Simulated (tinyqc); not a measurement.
What an interlayer buys: scattering of inversion-layer electrons by surface optical phonons of the gate insulator (remote phonon scattering). Computed by tinyqc, a small Python program. Command: `OMP_NUM_THREADS=1 python tinyqc.py 3113728 3113729 out.jsonl sophonon walk`. One thread of a shared host (Intel(R) Xeon(R) Processor @ 2.30GHz), about 0.02 s of CPU time with the checks.

One subband with the Fang-Howard envelope; insulator and channel are half-spaces, the gate is far away, and an interlayer only moves the polar surface away by t (its own modes and its permittivity contrast are left out).

Inputs (values chosen for the exercise, modelled on AlN on In0.53Ga0.47As):
```
quantity                                   value        unit
static constant of the insulator eps_0s     8.88           -
intermediate constant eps_i                 7.38           -
optical constant eps_inf                    4.74           -
hbar omega_TO1                              82.2         meV
hbar omega_TO2                              86.2         meV
constant of the channel eps_s               13.9           -
in-plane mass m                           0.0421         m_0
valleys g_v                                    1           -
sheet density n                          1.1e+12      1/cm^2
mean distance of the electrons z0 = 3/b        6          nm
interlayer thickness t                         0          nm
temperature T                                300           K
mobility from other processes               1560  cm^2/(V s)
```

Screening by the channel electrons: static.

Constants: k_B = 8.617333262e-05 eV/K; hbar^2/(2 m_0) = 3.80998212 eV angstrom^2; e^2/(4 pi eps_0) = 14.39964548 eV angstrom; hbar = 6.582119569e-16 eV s; e = 1.602176634e-19 C; m_0 = 9.1093837015e-31 kg.

Method:
- eps(w) = eps_inf + (eps_0s - eps_i) w1^2/(w1^2 - w^2) + (eps_i - eps_inf) w2^2/(w2^2 - w^2). Surface modes solve eps(w) + eps_s = 0, a quadratic in w^2; the strength of a mode is g = 2/(w d eps/dw).
- Occupation N = 1/(exp(hbar w/(k_B T)) - 1).
- Density of states D = g_v m/(pi hbar^2); eta = E_F/(k_B T) = ln(exp(n/(D k_B T)) - 1); screening wave number q_s = e^2 D/(2 eps_0 eps_avg) x 1/(1 + exp(-eta)), eps_avg = (eps_s + eps_inf)/2; b = 3/z0.
- For a mode of strength g, without the occupation factor, Area x |M(q)|^2 = e^2 hbar w g/(2 eps_0 q) x (b/(b + q))^6 exp(-2 q t) / (1 + (q_s/q) H(q))^2, H = (1 + 9 x/8 + 3 x^2/8)/(1 + x)^3, x = q/b.
- Approximate momentum relaxation rate, taking tau v alike in the initial and final states: 1/tau = (m/(2 pi hbar^3)) sum over modes and over absorption (N, E' = E + hbar w) and emission (N + 1, E' = E - hbar w > 0) of [(1 - f(E'))/(1 - f(E))] int_0^(2 pi) Area |M(q)|^2 (1 - cos theta) d theta, q^2 = k^2 + k'^2 - 2 k k' cos theta, f the Fermi function; 48 midpoints in theta from 0 to pi.
- mu = (e/m) int tau E f (1 - f) dE/(k_B T int f dE), by 300 midpoints from 0 to (max(eta, 0) + 14) k_B T; Matthiessen sum with the other processes.

hbar omega_SO (meV): 1 83.2567, 2 94.0836

strengths g: 1 0.00035150, 2 0.00939841

occupations N: 1 0.0415957, 2 0.0269791

b = 0.5 1/nm

q_s = 0.155535 1/nm

eta = 2.32629

Against the interlayer thickness:
```
t (nm)  remote-phonon mobility (cm^2/(V s))  total (cm^2/(V s))
0.0                              3.0182e+06              1559.2
0.3                              3.8917e+06              1559.4
0.6                              4.9752e+06              1559.5
1.0                              6.8150e+06              1559.6
1.5                              9.9043e+06              1559.8
2.0                              1.4111e+07              1559.8
3.0                              2.7216e+07              1559.9
```

1 nm of interlayer raises the remote-phonon mobility by a factor 2.26, as exp(2 q t) with an effective q of 0.41 per nm; between 2 and 3 nm the effective q is 0.33. The total stays at 1560 over the first nanometre.

Extremes, crossings and ranges named in words are read from the listed rows.
